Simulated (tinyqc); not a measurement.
Capacitance measurement on a leaky thin oxide: effects of series resistance and leakage: one step of the calculation.

The device is a capacitance C in parallel with a leakage conductance G, in series with Rs and Ls. An impedance meter reports either a parallel pair (Cp, Gp) from Y = 1/Z = Gp + i w Cp or a series pair (Cs, Rm) from Z = Rm + 1/(i w Cs); w = 2 pi f, dissipation D = Gp/(w |Cp|).

Question. True capacitance and conductance. EOT = 3.9 tox/eox; CET = EOT + zc + zp; C = 3.9 eps0 A/CET; G = Jg A/Vs.

Parameters, values chosen for the exercise; values of the order met in thin-oxide MOS capacitors:
```
symbol   value    unit                                                                 meaning
eox       24.9          relative permittivity of the gate insulator (close to zirconium oxide)
tox        3.6      nm                                                     insulator thickness
A          100    um^2                                                               gate area
zc        0.57      nm              oxide-equivalent thickness added by the accumulation layer
zp           0      nm                      oxide-equivalent thickness added by gate depletion
Jg      0.0064  A/cm^2              gate leakage current density, not matched to the thickness
Vs        0.33       V                               voltage for an e-fold rise of the leakage
```

Constants: eps0 = 8.8541878128e-14 F/cm where lengths are in cm. Results are converted to the units shown.

Find: EOT; CET; C; G.

Answer.

EOT = 0.5639 nm
CET = 1.134 nm
C = 3.045 pF
G = 0.01939 uS

Computed by the program tinyqc: `OMP_NUM_THREADS=1 python tinyqc.py 2022104 2022105 out.jsonl`, one thread of a shared Intel Xeon 2.30GHz, about 0.01 s for the whole run.
